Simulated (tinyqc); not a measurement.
Implant damage, amorphisation by cascade overlap, and solid-phase epitaxial regrowth. Changing the ramp rate. Computed by tinyqc, a small Python program. Command: `OMP_NUM_THREADS=1 python tinyqc.py 3114038 3114039 out.jsonl sper sweep`. One thread of a shared host (Intel(R) Xeon(R) Processor @ 2.30GHz), about 0.02 s of CPU time with the checks.

Range and width of the damage are inputs. Dynamic annealing enters only through the surviving share f.

Inputs (values chosen for the exercise, modelled on arsenic ions in silicon):
```
quantity                           value    unit
atomic density N                    49.9  1/nm^3
ion Z1                                33       -
ion mass M1                         74.9       u
target Z2                             14       -
target mass M2                     28.09       u
ion energy E                          38     keV
displacement energy E_d               16      eV
depth of the damage peak R_d          20      nm
width of the damage profile s_d       13      nm
share of defects that survive f     0.94       -
critical displaced share x_c        0.19       -
dose Q                           2.1e+15  1/cm^2
regrowth prefactor v0            5.4e+15    nm/s
regrowth energy E_a                 2.71      eV
anneal temperature                   577       C
rate relative to (100)                 1       -
peak enhancement by the dopant       2.6       -
```

Constants: a_0 = 0.529177210903 angstrom; e^2/(4 pi eps_0) = 14.39964548 eV angstrom; k_B = 8.617333262e-05 eV/K.

Method:
- Robinson partition: eps = E a M2/(Z1 Z2 (e^2/(4 pi eps_0)) (M1 + M2)), a = 0.8853 a_0/sqrt(Z1^(2/3) + Z2^(2/3)); k = 0.0793 Z1^(2/3) Z2^(1/2) (M1 + M2)^(3/2)/((Z1^(2/3) + Z2^(2/3))^(3/4) M1^(3/2) M2^(1/2)); damage energy T_d = E/(1 + k (eps + 0.40244 eps^(3/4) + 3.4008 eps^(1/6))); displacements nu = 0.8 T_d/(2 E_d).
- Displaced share x(z) = f nu Q exp(-(z - R_d)^2/(2 s_d^2))/(sqrt(2 pi) s_d N); the layer is amorphous where x > x_c, between R_d -/+ s_d sqrt(2 ln(x_max/x_c)), the upper edge being cut at the surface. Threshold dose Q_c = Q x_c/x_max.
- v = v0 x orientation factor x exp(-E_a/(k_B T)) x [1 + (enhancement - 1) exp(-(z - R_d)^2/(2 s_d^2))], T = anneal temperature + 273.15 K; the dopant is taken to follow the damage profile; the lower front moves from the lower edge z2 to the surface, or to the middle (z1 + z2)/2 of a buried layer with upper edge z1; time = int dz/v; the equivalent undoped distance is that time times the undoped velocity.
- On a linear ramp from 200 C regrowth ends at the T_f where int v_undoped dT/(ramp rate) equals the equivalent undoped distance.

One run for each value:
```
ramp rate (K/s)  temperature at which regrowth ends (C)
0.1                                               553.0
0.4                                               582.6
2                                                 619.7
7                                                 650.8
30                                                689.7
100                                               724.4
600                                               780.7
2000                                              822.2
10000                                             882.8
```

Over the rows, temperature at which regrowth ends (C) rises from 553 to 883 (exponent d ln y / d ln x 0.038 between the first rows and 0.044 between the last). Each decade of ramp rate adds between 49 and 87 K.

Extremes, crossings and ranges named in words are read from the listed rows.
